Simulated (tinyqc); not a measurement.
Geometry relaxation of a small cluster. Changing the step factor eta. Computed by tinyqc, a small Python program. Command: `OMP_NUM_THREADS=1 python tinyqc.py 3007534 3007535 out.jsonl relax sweep`. One thread of a shared host (Intel(R) Xeon(R) Processor @ 2.30GHz), about 0.03 s of CPU time with the checks.

E = sum_i {sum_j A exp(-p (r_ij/r0 - 1)) - xi sqrt(rho_i)}, rho_i = sum_j exp(-2 q (r_ij/r0 - 1)); the force on i is -sum_j w_ij (R_i - R_j)/r_ij with w_ij = -(2p/r0) A exp(-p (r_ij/r0 - 1)) + (xi q/r0) exp(-2 q (r_ij/r0 - 1)) (rho_i^(-1/2) + rho_j^(-1/2)).

Inputs (values chosen for the exercise, for model atoms):
```
quantity                 value      unit
length r0                 2.95  angstrom
repulsion A               0.15        eV
hopping xi                1.59        eV
decay p                   9.88         -
decay q                   3.23         -
largest number of steps    500         -
```

Potential: Gupta. Method: BFGS.

starting positions (angstrom):
```
            x      y      z
atom 1  -0.06  -0.22  -0.01
atom 2   2.73  -0.13   0.03
atom 3   2.64   2.84   0.08
atom 4   0.27    2.8  -0.16
atom 5   1.35   1.34   2.04
atom 6   1.28   1.43   -2.1
```

Method:
- BFGS: R(new) = R + B F with the inverse Hessian B = eta 1 at first; with s = R(new) - R, y = F - F(new), rho = 1/(y.s): B(new) = (1 - rho s y^T) B (1 - rho y s^T) + rho s s^T, skipped if y.s is not positive.
- No atom moves more than 0.3 angstrom a step (the whole step is scaled). Stop when the largest force component is below 1e-5 eV/angstrom.
- Hessian at the final positions by central differences of the forces; six eigenvalues vanish (translations and rotations). Steepest descent is stable for eta below 2/lambda_max and contracts the softest mode by 1 - eta lambda_min a step.

One run for each value:
```
step factor eta (angstrom^2/eV)  steps  final energy (eV)  largest stable eta (angstrom^2/eV)
0.0032                              60            -16.992                            0.095414
0.0047                              55            -16.992                            0.095414
0.0068                              46            -16.992                            0.095414
0.0098                              43            -16.992                            0.095414
0.0140                              39            -16.992                            0.095414
0.0210                              32            -16.992                            0.095414
0.0300                              28            -16.992                            0.095414
0.0440                              24            -16.992                            0.095413
0.0640                              20            -16.992                            0.095414
```

What does the table show, and why?

Over the rows, steps falls from 60.0 to 20.0 (exponent d ln y / d ln x -0.23 between the first rows and -0.49 between the last). The final energy is the same in every row; the largest stable eta for plain steepest descent is 0.0954.

Extremes, crossings and ranges named in words are read from the listed rows.
